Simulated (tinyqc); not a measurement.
Comparisons within one model: band edges of strained Si(1-x)Ge(x) on relaxed Si(1-y)Ge(y). A value that a table varies takes the place of the one given here.

Values are linear in the Ge fraction but for ED(x) = linear - CD x (1 - x) and a(x) = linear - Ca x (1 - x). Energies are on the common scale of Ev.

Coherent growth on a (001) face: e_par = (a(y) - a(x))/a(x), e_perp = -2 (C12/C11) e_par; exx = eyy = e_par, ezz = e_perp, no shear.

A valley with unit axis u lies at Ev + gap + (av + a_valley) tr(e) + Xu (u.e.u - tr(e)/3); the Delta axes are x, y, z and the L axes [111], [1-1-1], [-11-1], [-1-11]. The second-order shift of the Delta valleys under shear is left out; it lowers the pair normal to the sheared plane by tens of meV at a shear of 1 %.

Valence edges: Ev plus the levels of the 6 x 6 matrix of X, Y, Z times spin with -Dso/3 + l exx + m (eyy + ezz) on the diagonal (cyclic), n exy off it, l = av + 2 b, m = av - b, n = sqrt(3) d. Spin-orbit term (Dso/3) L.sigma on X, Y, Z with (L_k)_ij = -i epsilon_kij: <X+|H|Y+> = -i Dso/3, <X+|H|Z-> = Dso/3, <Y+|H|Z-> = -i Dso/3, <Z+|H|X-> = -Dso/3, <Z+|H|Y-> = i Dso/3, <X-|H|Y-> = i Dso/3, and their conjugates; + and - are the spin along z.

Coherent growth: e_par = (a(y) - a(x))/a(x). (001): e_perp = -2 (C12/C11) e_par; exx = eyy = e_par, ezz = e_perp, no shear. (111): e_perp = -(2 C11 + 4 C12 - 4 C44)/(C11 + 2 C12 + 4 C44) e_par; exx = eyy = ezz = (2 e_par + e_perp)/3 and exy = eyz = ezx = (e_perp - e_par)/3. (110): e_perp = -(C11 + 3 C12 - 2 C44)/(C11 + C12 + 2 C44) e_par; exx = eyy = (e_par + e_perp)/2, ezz = e_par, exy = (e_perp - e_par)/2, eyz = ezx = 0.

Parameters, chosen for this exercise (end members near Si and Ge, in this order; shifted at random, so the results belong to these values and not to a real crystal):
- a = (5.424, 5.664) angstrom (lattice constant)
- Dso = (0.043, 0.29) eV (spin-orbit splitting)
- av = (2.47, 1.23) eV (valence hydrostatic potential)
- b = (-2.08, -2.51) eV (tetragonal shear potential)
- d = (-4.86, -5.35) eV (trigonal shear potential)
- C11 = (167.8, 128.1) GPa
- C12 = (64.2, 47.8) GPa
- C44 = (78.6, 67.7) GPa
- Ev = (0, 0.64) eV (top of the unstrained valence band)
- ED = (1.177, 0.934) eV (gap to the Delta valleys)
- EL = (2.042, 0.738) eV (gap to the L valleys)
- aD = (1.6, 1.25) eV (hydrostatic potential of the Delta gap)
- aL = (-3.01, -2.86) eV (hydrostatic potential of the L gap)
- XuD = (8.92, 9.59) eV (uniaxial potential, Delta)
- XuL = (15.77, 14.96) eV (uniaxial potential, L)
- CD = 0.202 eV (bowing of the Delta gap)
- Ca = 0.023 angstrom (bowing of the lattice constant)
- face = 001 (growth face)
- y = 0 (Ge fraction of the relaxed buffer)
- x = 0.58 (Ge fraction of the layer)

## Composition of the layer

The buffer is kept. dEc = Ec(buffer) - Ec(layer), dEv = Ev(layer) - Ev(buffer); buffer edges Ev(y) and Ev(y) + min(ED, EL). The digit behind Delta or L counts whole valleys.

Results:
```
x     e_par (%)  lowest valleys  gap (eV)  next valleys above (meV)  valence splitting (meV)  dEc (eV)  dEv (eV)
0.08      -0.32          Delta4     1.107                        51                       19     0.016     0.054
0.16      -0.65          Delta4     1.040                       103                       33     0.028     0.109
0.24      -0.98          Delta4     0.974                       156                       45     0.038     0.165
0.31      -1.26          Delta4     0.918                       203                       56     0.044     0.215
0.39      -1.60          Delta4     0.856                       258                       67     0.048     0.273
0.47      -1.94          Delta4     0.796                       314                       79     0.048     0.333
0.55      -2.28          Delta4     0.737                       371                       90     0.046     0.394
```

The gap is 1.107 eV in the first row and 0.737 eV in the last. The lowest valleys are Delta4 throughout. Per 0.1 of x the valence offset moves by +72 meV on average; the conduction offset lies between +16 and +48 meV, not monotonically. Both carriers sit on one side in every row. Offsets below about 30 meV are within the spread of parameter sets, so those rows do not settle the type. Strains above 2 % can be kept only in layers of a few nanometres.

## Composition of the buffer

The layer is kept. dEc = Ec(buffer) - Ec(layer), dEv = Ev(layer) - Ev(buffer); buffer edges Ev(y) and Ev(y) + min(ED, EL). The digit behind Delta or L counts whole valleys.

Results:
```
y     e_par (%)  lowest valleys  gap (eV)  next valleys above (meV)  valence splitting (meV)  dEc (eV)  dEv (eV)
0.03      -2.29          Delta4     0.729                       374                       93     0.039     0.396
0.17      -1.73          Delta4     0.792                       282                       84     0.020     0.295
0.31      -1.15          Delta4     0.857                       189                       68     0.007     0.195
0.45      -0.56          Delta4     0.923                        92                       40     0.000     0.094
0.72       0.62          Delta2     0.899                       102                       57     0.107    -0.045
0.86       1.26          Delta2     0.799                       206                      124     0.201    -0.080
1.00       1.91          Delta2     0.693                       313                      197     0.154    -0.109
```

The gap is 0.729 eV in the first row and 0.693 eV in the last, with its largest listed value, 0.923 eV, at y = 0.45: it peaks near the match y = x, since strain of either sign narrows it. The lowest valleys change: Delta4 to Delta2 between y = 0.45 and 0.72. Per 0.1 of y the valence offset moves by -52 meV on average; the conduction offset lies between +0 and +201 meV, not monotonically. Both carriers sit on one side for y = 0.03, 0.17, 0.31 and 0.45, and on opposite sides elsewhere. Offsets below about 30 meV are within the spread of parameter sets, so those rows do not settle the type. Strains above 2 % can be kept only in layers of a few nanometres.

## The same layer on three faces

dEc = Ec(buffer) - Ec(layer), dEv = Ev(layer) - Ev(buffer); buffer edges Ev(y) and Ev(y) + min(ED, EL). The digit behind Delta or L counts whole valleys.

Results:
```
face   e_par (%)  lowest valleys  gap (eV)  next valleys above (meV)  valence splitting (meV)  dEc (eV)  dEv (eV)  Delta spread (meV)  L spread (meV)
(001)      -2.40          Delta4     0.716                       393                       95     0.044     0.417                 393               0
(111)      -2.40          Delta6     0.833                       350                       95    -0.060     0.404                   0             459
(110)      -2.40          Delta2     0.723                       165                      101     0.044     0.410                 165             362
```

On (001) only the Delta valleys split (393 meV), on (111) only the L valleys (459 meV), on (110) both (165 and 362 meV). The lowest valleys are Delta4 on (001), Delta6 on (111) and Delta2 on (110); the smallest gap is 0.716 eV on (001) and the largest 0.833 eV on (111).

## What each parameter does

dEc = Ec(buffer) - Ec(layer), dEv = Ev(layer) - Ev(buffer); buffer edges Ev(y) and Ev(y) + min(ED, EL). Each row changes one parameter from the base and keeps the others.

Results:
```
case                       gap (eV)  valence splitting (meV)  dEc (eV)  dEv (eV)
base                         0.7158                     94.8    0.0441    0.4171
x = 0.61                     0.6947                     99.1    0.0418    0.4405
y = 0.03                     0.7291                     93.3    0.0391    0.3957
CD = 0.252 eV                0.7036                     94.8    0.0562    0.4171
aL = (-3.461, -3.289) eV     0.7158                     94.8    0.0441    0.4171
XuD = (10.258, 11.028) eV    0.6962                     94.8    0.0637    0.4171
XuL = (18.135, 17.204) eV    0.7158                     94.8    0.0441    0.4171
C12 = (73.83, 54.97) GPa     0.7048                     96.6    0.0439    0.4282
Ev = (0, 0.736) eV           0.7158                     94.8   -0.0116    0.4728
```

The largest shifts from the base row, up to three for each result and ties (the steps differ in size, so this ranks the rows, not the parameters). gap (eV): x -0.0211, XuD -0.0196, y +0.0132; unchanged at the printed digits by aL, XuL and Ev. valence splitting (meV): x +4.3, C12 +1.8, y -1.5; unchanged at the printed digits by CD, aL, XuD, XuL and Ev. dEc (eV): Ev -0.0557, XuD +0.0196, CD +0.0122; unchanged at the printed digits by aL and XuL. dEv (eV): Ev +0.0557, x +0.0233, y -0.0214; unchanged at the printed digits by CD, aL, XuD and XuL. The lowest valleys of the layer are Delta4, so among the conduction-band potentials only those of that family reach the gap and dEc; the buffer is unstrained. A shift large enough to swap the lowest family would change that.

tinyqc: `OMP_NUM_THREADS=1 python tinyqc.py 1081055 1081056 out.jsonl`; about 0.02 s, one thread, shared Intel(R) Xeon(R) Processor @ 2.30GHz.
